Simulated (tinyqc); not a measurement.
Off-state leakage of single and stacked transistors: subthreshold current against the height of the stack.

n-channel devices of unit width. Subthreshold current I(Vg, Vs, Vd) = I0 (T/300 K)^0.5 exp[(Vg - Vs - VT(T) - gb (Vs - Vb) + dd (Vd - Vs))/(nf Vt)] (1 - exp(-(Vd - Vs)/Vt)), VT(T) = VT - cT (T - 300 K). Gate-edge tunnelling Ig (Vd/1 V) exp(ag (Vd - 1 V)), for a gate at 0 V, and band-to-band leakage Ab u exp(-Bb/u), u = Vd - Vb + 1 V, flow at a drain held at V; both are taken as independent of T. In a stack of off transistors (all gates at 0 V) the same subthreshold current passes through each.

All n gates at 0 V, bottom source at 0 V, top drain at V; node voltages follow from equal currents.

Parameters, values chosen for the exercise; values of the order met in bulk silicon logic transistors: temperature T = 378 K; supply voltage V = 0.8 V; threshold at 300 K, zero drain and body bias VT = 0.33 V; fall of the threshold with temperature cT = 0.8 mV/K; current at threshold at 300 K I0 = 0.15 uA/um; slope factor nf = 1.22; drain-induced lowering per volt dd = 0.05; rise of the threshold per volt of source-body bias gb = 0.21; body voltage Vb = -0.3 V.

Constants: q = 1.602176634e-19 C, kB = 1.380649e-23 J/K, Vt = kB T/q. Results are converted to the units shown.

Result of one run:

| I (nA/um) | reduction factor | drain voltage of the bottom device (mV) | source voltage of the top device (mV) | voltage across the top device (V) |
|---|---|---|---|---|
| 0.017759 | 6.3248 | 17.911 | 58.174 | 0.74183 |

Which number of transistors in series n gave this result: 2, 3, 4 or 5?

n = 3.

The whole series:

| n | I (nA/um) | reduction factor | drain voltage of the bottom device (mV) | source voltage of the top device (mV) | voltage across the top device (V) |
|---|---|---|---|---|---|
| 1 | 0.11232 | 1.0000 | 800.00 | 0 | 0.80000 |
| 2 | 0.030847 | 3.6412 | 40.759 | 40.759 | 0.75924 |
| 3 | 0.017759 | 6.3248 | 17.911 | 58.174 | 0.74183 |
| 4 | 0.012453 | 9.0194 | 11.571 | 69.367 | 0.73063 |
| 5 | 0.0095844 | 11.719 | 8.5550 | 77.625 | 0.72237 |
| 6 | 0.0077883 | 14.422 | 6.7880 | 84.171 | 0.71583 |

The second transistor cuts the current by a factor of 3.64, the third by a further 1.74 and the sixth by 1.23. The top device keeps 89.5 % of the supply at n = 6, while the drain voltage of the bottom one falls to 0.208 Vt.

tinyqc, about 0.03 s, one thread, Intel Xeon 2.30GHz (shared host): `OMP_NUM_THREADS=1 python tinyqc.py 2242031 2242032 out.jsonl`
